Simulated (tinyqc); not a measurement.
## Gate voltage from the surface potential

Inverse problem. At the source end, Vgs + Vsb - Vfb - psi = gamma sqrt(G), G = psi - Vt + Vt exp((psi - 2 phiF - Vsb)/Vt), and the voltage over the insulator is gamma sqrt(G). Find that voltage and Vgs.

Parameters, values chosen for the exercise: temperature T = 300 K; flat-band voltage Vfb = -0.68 V; source-body reverse bias Vsb = 0 V.

Constants: q = 1.602176634e-19 C, kB = 1.380649e-23 J/K, Vt = kB T/q. Results are converted to the units shown.

psi = 0.80335142 V
phiF = 0.39841622 V
gamma = 0.14065415 V^0.5

Solution. In this direction the relation is explicit: no iteration is needed.

voltage over the insulator = 0.1266 V
Vgs = 0.2500 V

Numbers from tinyqc (`OMP_NUM_THREADS=1 python tinyqc.py 2360048 2360049 out.jsonl`; about 0.04 s on one thread of a shared Intel Xeon 2.30GHz).
